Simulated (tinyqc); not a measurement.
Inside a calculation. Method: plane-wave Kohn-Sham cycle with exchange-only LDA in a layered model solid. One step of it, computed by the program tinyqc.

Task: Iteration 2: potential. V_H(G) = 4 pi rho(G)/G^2 for G != 0 (uniform background); v_x = -(3 rho/pi)^(1/3); V = V_ext + V_H + v_x; Fourier components f(G_m) = (1/N) sum_j f(x_j) exp(-i G_m x_j).

A solid whose potential varies along x alone (atomic units):
```
parameter                      value
period a                    6.000000
cross-section of the cell   9.000000
electrons per cell                 2
grid points                       16
plane waves -n..n, n               3
k points                           2
V1 in V1 cos(2 pi x/a)     -0.740000
```

density after iteration 1 (e/bohr^3): [0.05913887, 0.05552896, 0.04697838, 0.03803931, 0.03171182, 0.02831011, 0.02682046, 0.02626976, 0.02613611, 0.02626976, 0.02682046, 0.02831011, 0.03171182, 0.03803931, 0.04697838, 0.05552896]

Give: Potentials on the grid; V(G_m), m = 0, 1, 2, ....

Result:

Potentials on the grid (hartree):
```
x       V_ext     V_H     v_x       V
0.000  -0.740   0.193  -0.384  -0.930
0.375  -0.684   0.174  -0.376  -0.885
0.750  -0.523   0.123  -0.355  -0.755
1.125  -0.283   0.055  -0.331  -0.559
1.500       0  -0.016  -0.312  -0.327
1.875   0.283  -0.077  -0.300  -0.094
2.250   0.523  -0.124  -0.295   0.105
2.625   0.684  -0.152  -0.293   0.239
3.000   0.740  -0.162  -0.292   0.286
3.375   0.684  -0.152  -0.293   0.239
3.750   0.523  -0.124  -0.295   0.105
4.125   0.283  -0.077  -0.300  -0.094
4.500       0  -0.016  -0.312  -0.327
4.875  -0.283   0.055  -0.331  -0.559
5.250  -0.523   0.123  -0.355  -0.755
5.625  -0.684   0.174  -0.376  -0.885
```

V(G_m), m = 0, 1, 2, ... (hartree): [-0.325, -0.304, 0.001, 0.000, 0.000, 0.000, 0.000]
